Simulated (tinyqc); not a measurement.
Conduction-band offset of an n-N heterojunction from carrier-profile moments: two steps of the calculation.

Layer 1 (x < 0) accumulates electrons and layer 2 (x > 0) is depleted. Boltzmann statistics. The bands bend down by V1 in layer 1 and up by V2 in layer 2, with V1 + V2 = VD = dE + Vt ln[(N2/Nc2)/(N1/Nc1)].

Parameters, values chosen for the exercise; values of the order of III-V alloys: temperature T = 350 K; relative permittivity of both layers eps_r = 12.6; density of states of the narrow-gap layer 1 Nc1 = 5.2e17 cm^-3; density of states of the wide-gap layer 2 Nc2 = 1.1e18 cm^-3; conduction-band offset dE = 0.2 eV; donor density in layer 1 N1 = 3.5e15 cm^-3; donor density in layer 2 N2 = 7.4e16 cm^-3; fixed charge at the interface si = 0 cm^-2.

Constants: q = 1.602176634e-19 C, kB = 1.380649e-23 J/K, Vt = kB T/q, eps0 = 8.8541878128e-14 F/cm where lengths are in cm. Results are converted to the units shown.

Problem 1. Division of the diffusion potential. Sheet densities from the first integral: Q1 = sqrt((2 eps0 eps_r Vt N1/q)(exp(u1) - u1 - 1)) extra electrons, Q2 = sqrt((2 eps0 eps_r Vt N2/q)(exp(-u2) + u2 - 1)) missing ones, u = V/Vt; neutrality Q1 = Q2 + si. Q1 - Q2 rises steadily with V1, so V1 follows by bisection.

Wanted: VD; V1; V2; Q1; n at x = 0-; n at x = 0+.

Solution 1.

VD = 0.26943 V
V1 = 0.13237 V
V2 = 0.13706 V
Q1 = 3.3241e11 cm^-2
n at x = 0- = 2.8193e17 cm^-3
n at x = 0+ = 7.8642e14 cm^-3

n drops across the interface by 358 = (Nc1/Nc2) exp(dE/Vt).

Problem 2. Offset from the moments. A C-V profile smears n(x) but keeps its zeroth and first moments: si = -int (N - n) dx, VD = (q/(eps0 eps_r)) int (N - n) x dx, dE = VD - Vt ln[(N2/Nc2)/(N1/Nc1)]. Use the trapezoidal rule on each side.

```
left point	-x (nm)	n in layer 1 (cm^-3)
0	0	2.81928e17
1	1.79	2.16532e17
2	10.9	8.34489e16
3	31.2	2.68283e16
4	65.8	1.07413e16
5	118	5.86964e15
6	189	4.25780e15
7	282	3.70771e15
8	399	3.54450e15
9	542	3.50698e15
```

```
right point	x (nm)	n in layer 2 (cm^-3)
0	0	7.86419e14
1	9.36	2.97321e15
2	23	1.22411e16
3	39	3.26422e16
4	56.7	5.41985e16
5	75.8	6.67076e16
6	96.1	7.17076e16
7	117	7.33271e16
8	140	7.38274e16
9	163	7.39559e16
```

Wanted: si; VD; dE.

Solution 2.

si = 4.306e10 cm^-2
VD = 0.2694 V
dE = 0.2000 eV

On these few points dE comes out -0.049 meV from the true 0.2 eV, and si misses by 4.3e10 cm^-2, 13 % of Q1.

Computed by the program tinyqc: `OMP_NUM_THREADS=1 python tinyqc.py 2410029 2410030 out.jsonl`, one thread of a shared Intel Xeon 2.30GHz, about 0.08 s for the whole run.
